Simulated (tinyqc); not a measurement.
From shift without recovery dV0 back to oxide field F: bias-temperature instability from a Gaussian distribution of capture and emission barriers. Computed by tinyqc, a small Python program. Command: `OMP_NUM_THREADS=1 python tinyqc.py 3027514 3027515 out.jsonl bti inv`. One thread of a shared host (Intel(R) Xeon(R) Processor @ 2.30GHz), about 0.04 s of CPU time with the checks.

Each trap has a capture time tau_0 exp(E_c/(k_B T)) under stress and an emission time tau_0 exp(E_e/(k_B T)) after it. E_c is Gaussian, and E_e = E_c + d with d Gaussian and independent. A trap counts as filled once t_s exceeds its capture time and as emptied once t_r exceeds its emission time.

Inputs (values chosen for the exercise, for a model p-channel transistor):
```
quantity                                 value        unit
shift with all traps filled V_max          120          mV
mean capture barrier at zero field mu_c   1.94          eV
spread of capture barriers sigma_c        0.35          eV
lowering of mu_c per field k_F           0.041  eV/(MV/cm)
time constant tau_0                      4e-10           s
temperature T                              125           C
stress time t_s                              2           s
```

Constants: k_B = 8.617333262e-05 eV/K.

Method:
- Demarcation energies E_s = k_B T ln(t_s/tau_0), E_r = k_B T ln(t_r/tau_0); mean barrier mu = mu_c - k_F F; z = (E_s - mu)/sigma_c; Phi is the standard normal distribution.
- Temperatures in kelvin are T(C) + 273.15.
- Shift without recovery dV0 = V_max Phi(z); local time exponent n = d ln dV0/d ln t_s = (k_B T/sigma_c) exp(-z^2/2)/(sqrt(2 pi) Phi(z)); apparent activation energy n E_s.

Problem. A run gave the result below. Find the oxide field F, known to lie between 5.8 and 9.1 MV/cm.

shift without recovery dV0 = 0.6348821 mV

Solution.

Each step takes the trial c = (a f_b - b f_a)/(f_b - f_a), f being the result less the target and a, b, c the logarithms of the listed values; c replaces end b, the old b replaces a if the sign of f changed, and otherwise f_a is halved.

Scan of the range:
```
oxide field F (MV/cm)  shift without recovery dV0 (mV)
5.80                                           0.44946
6.25                                           0.52530
6.74                                           0.62070
7.26                                           0.73853
7.83                                           0.89008
8.44                                           1.08200
9.10                                           1.32958
```

False position (Illinois rule, in the logarithm of the input) inside the bracket:
```
step    end a    end b    trial  shift without recovery dV0 (mV)
1     6.74000  7.26000  6.80054                         0.633504
2     7.26000  6.80054  6.80638                         0.634750
3     7.26000  6.80638  6.80750                         0.634989
4     6.80638  6.80750  6.80700                         0.634882
5     6.80750  6.80700  6.80700                         0.634882
```

Shift without recovery dV0 rises at every point of a 13-point scan of the range (every second point is shown), so one value fits; it is bracketed by 6.74 and 7.26. Answer: oxide field F = 6.807 MV/cm.
